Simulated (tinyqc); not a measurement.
Input admittance of a MOSFET at zero drain bias: distributed channel and distributed gate: one step of the calculation.

Source and drain grounded, strong inversion, w = 2 pi f, Cox = eps0 eox/tox. The channel is an RC line of resistance 1/(mu Cox Vo) per square fed from both ends, so one finger has the intrinsic admittance y = i w Cox L tanh(g)/g per width, g = (1/2) sqrt(i w tau), tau = L^2/(mu Vo). The vertical resistance rv/L is in series with y, the overlaps 2 i w Cov in parallel: y_t = 1/(1/y + rv/L) + 2 i w Cov. The gate strip is a line of Rsh/L per length loaded by y_t, so a finger has Y = y_t Wf tanh(k)/k, k = (Wf/sd) sqrt(y_t Rsh/L); the device has Nf Y.

Problem. Low-frequency resistances and capacitance. Low-frequency limits, with c = Cox L and ct = c + 2 Cov: R_strip = Rsh Wf/(3 sd^2 L Nf), R_ch = (c/ct)^2 L/(12 mu Cox Vo Wf Nf), R_vert = (c/ct)^2 rv/(L Wf Nf), C = ct Wf Nf.

Values chosen for this exercise; values of the order met in silicon radio-frequency transistors: relative permittivity of the gate insulator (close to silicon dioxide) eox = 3.9; insulator thickness tox = 6.6 nm; channel length L = 1.3 um; finger width Wf = 2 um; number of fingers Nf = 4; channel mobility mu = 150 cm^2/(V s); gate overdrive Vo = 0.46 V; sheet resistance of the gate Rsh = 16 ohm/square; vertical resistivity of the gate stack rv = 0 ohm um^2; number of ends at which a finger is contacted sd = 1; overlap and fringe capacitance on each side Cov = 0.19 fF/um.

Constants: eps0 = 8.8541878128e-14 F/cm where lengths are in cm. Results are converted to the units shown.

Give: parts; sum; C; 1/(2 pi R C).

Solution.

parts (ohm): strip 2.051, channel 336.5, vertical 0
sum = 338.5 ohm
C = 57.45 fF
1/(2 pi R C) = 8.183 GHz

The channel term is the largest, 99.4 % of the sum.

Numbers from tinyqc (`OMP_NUM_THREADS=1 python tinyqc.py 2262142 2262143 out.jsonl`; about 0.01 s on one thread of a shared Intel Xeon 2.30GHz).
